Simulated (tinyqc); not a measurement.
Inside a calculation. Method: empirical pseudopotential in a few plane waves. One step of it, computed by the program tinyqc.

Question. Levels at k. Diagonalise the Hermitian matrix.

H(k) at k (eV):
```
                     +0+0+0               -1-1-1               -1-1+1               -1+1-1
+0+0+0             0.792555   2.462894+1.058275i  -2.462894+1.058275i  -2.462894+1.058275i
-1-1-1   2.462894-1.058275i            11.823350   0.000000-0.707496i   0.000000-0.707496i
-1-1+1  -2.462894-1.058275i   0.000000+0.707496i            14.996592             0.408171
-1+1-1  -2.462894-1.058275i   0.000000+0.707496i             0.408171             6.383506
-1+1+1  -2.462894+1.058275i            -0.408171   0.000000+0.707496i   0.000000+0.707496i
+1-1-1  -2.462894-1.058275i   0.000000+0.707496i             0.408171             0.408171
+1-1+1  -2.462894+1.058275i            -0.408171   0.000000+0.707496i             0.000000
+1+1-1  -2.462894+1.058275i            -0.408171             0.000000   0.000000+0.707496i
+1+1+1   2.462894+1.058275i             0.000000            -0.408171            -0.408171
-2+0+0   0.000000-0.707496i  -2.462894+1.058275i  -2.462894-1.058275i  -2.462894-1.058275i
+0-2+0   0.000000-0.707496i  -2.462894+1.058275i  -2.462894-1.058275i   0.817758-0.288620i
+0+0-2   0.000000-0.707496i  -2.462894+1.058275i   0.817758-0.288620i  -2.462894-1.058275i
+0+0+2   0.000000+0.707496i  -0.817758-0.288620i   2.462894+1.058275i  -0.817758+0.288620i
+0+2+0   0.000000+0.707496i  -0.817758-0.288620i  -0.817758+0.288620i   2.462894+1.058275i
+2+0+0   0.000000+0.707496i  -0.817758-0.288620i  -0.817758+0.288620i  -0.817758+0.288620i

                     -1+1+1               +1-1-1               +1-1+1               +1+1-1
+0+0+0  -2.462894-1.058275i  -2.462894+1.058275i  -2.462894-1.058275i  -2.462894-1.058275i
-1-1-1            -0.408171   0.000000-0.707496i            -0.408171            -0.408171
-1-1+1   0.000000-0.707496i             0.408171   0.000000-0.707496i             0.000000
-1+1-1   0.000000-0.707496i             0.408171             0.000000   0.000000-0.707496i
-1+1+1             9.556748             0.000000             0.408171             0.408171
+1-1-1             0.000000            14.694378   0.000000-0.707496i   0.000000-0.707496i
+1-1+1             0.408171   0.000000+0.707496i            17.867620             0.408171
+1+1-1             0.408171   0.000000+0.707496i             0.408171             9.254534
+1+1+1   0.000000+0.707496i            -0.408171   0.000000+0.707496i   0.000000+0.707496i
-2+0+0   2.462894-1.058275i   0.817758-0.288620i  -0.817758-0.288620i  -0.817758-0.288620i
+0-2+0  -0.817758-0.288620i  -2.462894-1.058275i   2.462894-1.058275i  -0.817758-0.288620i
+0+0-2  -0.817758-0.288620i  -2.462894-1.058275i  -0.817758-0.288620i   2.462894-1.058275i
+0+0+2  -2.462894+1.058275i  -0.817758+0.288620i  -2.462894+1.058275i   0.817758+0.288620i
+0+2+0  -2.462894+1.058275i  -0.817758+0.288620i   0.817758+0.288620i  -2.462894+1.058275i
+2+0+0   0.817758+0.288620i   2.462894+1.058275i  -2.462894+1.058275i  -2.462894+1.058275i

                     +1+1+1               -2+0+0               +0-2+0               +0+0-2
+0+0+0   2.462894-1.058275i   0.000000+0.707496i   0.000000+0.707496i   0.000000+0.707496i
-1-1-1             0.000000  -2.462894-1.058275i  -2.462894-1.058275i  -2.462894-1.058275i
-1-1+1            -0.408171  -2.462894+1.058275i  -2.462894+1.058275i   0.817758+0.288620i
-1+1-1            -0.408171  -2.462894+1.058275i   0.817758+0.288620i  -2.462894+1.058275i
-1+1+1   0.000000-0.707496i   2.462894+1.058275i  -0.817758+0.288620i  -0.817758+0.288620i
+1-1-1            -0.408171   0.817758+0.288620i  -2.462894+1.058275i  -2.462894+1.058275i
+1-1+1   0.000000-0.707496i  -0.817758+0.288620i   2.462894+1.058275i  -0.817758+0.288620i
+1+1-1   0.000000-0.707496i  -0.817758+0.288620i  -0.817758+0.288620i   2.462894+1.058275i
+1+1+1            12.427777  -0.817758-0.288620i  -0.817758-0.288620i  -0.817758-0.288620i
-2+0+0  -0.817758+0.288620i            13.032204             0.408171             0.408171
+0-2+0  -0.817758+0.288620i             0.408171            21.343076             0.408171
+0+0-2  -0.817758+0.288620i             0.408171             0.408171            12.729990
+0+0+2  -2.462894-1.058275i            -0.408171            -0.408171             0.000000
+0+2+0  -2.462894-1.058275i            -0.408171             0.000000            -0.408171
+2+0+0  -2.462894-1.058275i             0.000000            -0.408171            -0.408171

                     +0+0+2               +0+2+0               +2+0+0
+0+0+0   0.000000-0.707496i   0.000000-0.707496i   0.000000-0.707496i
-1-1-1  -0.817758+0.288620i  -0.817758+0.288620i  -0.817758+0.288620i
-1-1+1   2.462894-1.058275i  -0.817758-0.288620i  -0.817758-0.288620i
-1+1-1  -0.817758-0.288620i   2.462894-1.058275i  -0.817758-0.288620i
-1+1+1  -2.462894-1.058275i  -2.462894-1.058275i   0.817758-0.288620i
+1-1-1  -0.817758-0.288620i  -0.817758-0.288620i   2.462894-1.058275i
+1-1+1  -2.462894-1.058275i   0.817758-0.288620i  -2.462894-1.058275i
+1+1-1   0.817758-0.288620i  -2.462894-1.058275i  -2.462894-1.058275i
+1+1+1  -2.462894+1.058275i  -2.462894+1.058275i  -2.462894+1.058275i
-2+0+0            -0.408171            -0.408171             0.000000
+0-2+0            -0.408171             0.000000            -0.408171
+0+0-2             0.000000            -0.408171            -0.408171
+0+0+2            19.076475             0.408171             0.408171
+0+2+0             0.408171            10.463389             0.408171
+2+0+0             0.408171             0.408171            18.774261
```

Give: eigenvalues.

Answer.

eigenvalues (eV): -4.5392  3.8220  5.4292  5.4612  10.2411  11.6362  12.1413  12.7204  14.2634  14.9271  17.0565  19.7563  21.9078  22.5308  25.8624
